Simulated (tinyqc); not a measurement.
Density dependence: plasmons of a degenerate electron gas in the random-phase approximation.

Zero temperature, parabolic band: kF = (3 pi^2 n)^(1/3), EF = c kF^2/m, Ep^2 = 8 pi c e2 n/(m eb), qTF^2 = 6 pi e2 n/(eb EF), c = hbar^2/2m0, e2 = e^2/(4 pi eps0), n in 1/angstrom^3 (1e-24 per 1/cm^3).

Lindhard function: eps(q, E)/eb = 1 + (qTF/q)^2 (f1 + i f2) with z = q/(2 kF), u = E/(hbar vF q), hbar vF = 2 c kF/m; f1 = 1/2 + [h(z - u) + h(z + u)]/(8 z), h(x) = (1 - x^2) ln|(x + 1)/(x - 1)|; f2 = pi u/2 for z + u < 1, (pi/(8 z))(1 - (z - u)^2) for |z - u| < 1 < z + u, else 0. Pairs exist for c (q^2 - 2 q kF)/m < E < c (q^2 + 2 q kF)/m.

Constants: hbar^2/2m0 = 3.80998211 eV angstrom^2; e^2/(4 pi eps0) = 14.39964547 eV angstrom; a0 (Bohr radius) = 0.5291772105 angstrom.

Inputs chosen for the exercise (out of a larger set: a free-electron density near that of Al; not measured data): n = 1.8e+23 1/cm^3 (electron density); m = 1 m0 (mass); eb = 1 (background dielectric constant).

n is multiplied by the factor listed.

Results:
```
factor     rs  EF (eV)  Ep (eV)  Ep/EF  qc/kF  alpha = 3 EF/(5 Ep)
0.10    4.473    2.504    4.982  1.989  0.985                0.302
0.50    2.616    7.323    11.14  1.521  0.807                0.394
1.0     2.076    11.62    15.75  1.355  0.739                0.443
2.0     1.648    18.45    22.28  1.207  0.678                0.497
5.0     1.214    33.99    35.23  1.036  0.603                0.579
10      0.964    53.96    49.82  0.923  0.552                0.650
```

Give the missing row, factor = 0.20.

Computed row:
```
factor     rs  EF (eV)  Ep (eV)  Ep/EF  qc/kF  alpha = 3 EF/(5 Ep)
0.20    3.550    3.976    7.045  1.772  0.904                0.339
```

Over two decades Ep grows by 10.0 (n^(1/2)) and EF by 21.5 (n^(2/3)), so Ep/EF falls from 1.989 to 0.923 as sqrt(rs), and qc/kF from 0.985 to 0.552: in a dense gas the plasmon enters the continuum earlier on the scale of kF. alpha is the coefficient in E = Ep + alpha hbar^2 q^2/(m m0). The random-phase values are only rough in the rows with rs above about 2 (up to 4.5 here).

Run: tinyqc, `OMP_NUM_THREADS=1 python tinyqc.py 1652373 1652374 out.jsonl`; Intel(R) Xeon(R) Processor @ 2.30GHz, one thread, shared host; about 0.01 s of CPU time with all checks.
